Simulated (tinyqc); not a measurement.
Worked calculation: polytypes by hexagonality, and a cubic inclusion as a quantum well. Values are carried at full precision from step to step, so a last printed digit may differ when a step is redone from the rounded ones.

A layer is h if its two neighbours in the periodic sequence sit on the same site, k otherwise; the hexagonality h is the share of h layers.

Constants: hbar^2/2m0 = 3.80998211 eV angstrom^2.

Parameters, chosen for this exercise (of the order of those of InP; the results hold for these values, not for the real material):
- E3 = 1.412 eV (gap of the cubic polytype)
- E2 = 1.5 eV (gap of 2H)
- Ev2 = 0.045 eV (valence top of 2H above that of 3C)
- P2 = -0.0021 C/m^2 (spontaneous polarisation of 2H)
- m = (0.076, 0.081) m0 (electron mass along c in the cubic layer and in the host)
- d = 3.38 angstrom (thickness of a double layer)
- eps = 12.5 (dielectric constant)
- N = 9 (double layers in the cubic inclusion)

## Hexagonality

Stacking sequences:
```
polytype         sequence
10H            ABCABCBACB
15R       ABCACBCABACABCB
2H                     AB
9R              ABCBCACAB
8H               ABCABACB
```

Give the h/k string and h of each.

Hexagonality:
```
polytype       h/k string       h
10H            hkkkkhkkkk  0.2000
15R       hkkhkhkkhkhkkhk  0.4000
2H                     hh  1.0000
9R              hkhhkhhkh  0.6667
8H               hkkkhkkk  0.2500
```

## Gaps and band edges

Gap: E3 + (E2 - E3) h. Valence top Ev2 h and polarisation P2 h, both counted from 3C; Ec = Ev + gap.

Evaluate for each polytype.

Results:
```
polytype  gap (eV)  Ev (eV)  Ec (eV)  P (C/m^2)
10H         1.4296   0.0090   1.4386   -0.00042
15R         1.4472   0.0180   1.4652   -0.00084
2H          1.5000   0.0450   1.5450   -0.00210
9R          1.4707   0.0300   1.5007   -0.00140
8H          1.4340   0.0112   1.4452   -0.00052
```

The widest gap is that of 2H, the narrowest that of 10H. Ev and Ec both rise with h, so 3C collects electrons and the more hexagonal side holes: a staggered line-up.

## The bound level without the field

A cubic inclusion of width L = N d in the host (h = 1) is a well of depth V = Ec(host) - Ec(3C). Square well with mass mismatch: k tan(k L/2) = (m_w/m_b) q, k = sqrt(m_w E/c), q = sqrt(m_b (V - E)/c), c = hbar^2/2m0, lowest root. The depth of the level, V - E, is its binding, and the transition to the valence top of the host is gap(host) - (V - E). The step in polarisation gives a field |F| = |P|/(eps eps0) in a thin inclusion, eps0 = 8.8541878e-12 F/m.

Give V, L, the level E, its depth below the host conduction edge and the transition to the valence top of the host, gap(host) - (V - E).

V = 0.1330 eV
L = 30.420 angstrom
E above the bottom = 0.0853 eV
depth below the host edge = 0.0477 eV
transition = 1.4523 eV

The level keeps 36 % of the well depth. The transition lies above the gap of 3C itself (1.412 eV).

## The polarisation field

Give |F|, the drop |F| L, the bound charge |P|/e per cm^2 (e = 1.602176634e-19 C), and, as a first estimate, the shift -|F| L/2 of the transition for an electron centred in the layer and a hole in the host on the high side.

|F| = 0.190 MV/cm
drop = 57.7 meV
bound charge = 1.31e+12 cm^-2
estimated shift = -28.9 meV

The drop is 43 % of the well depth. The host edge on the low side sinks by 29 meV against the centre, less than the 48 meV by which the flat well binds.

## Checks

- Square-well root against finite differences on a grid of 0.5 angstrom (eV): both 0.085.

Run: tinyqc, `OMP_NUM_THREADS=1 python tinyqc.py 1850205 1850206 out.jsonl`; Intel(R) Xeon(R) Processor @ 2.30GHz, one thread, shared host; about 0.09 s of CPU time with all checks.
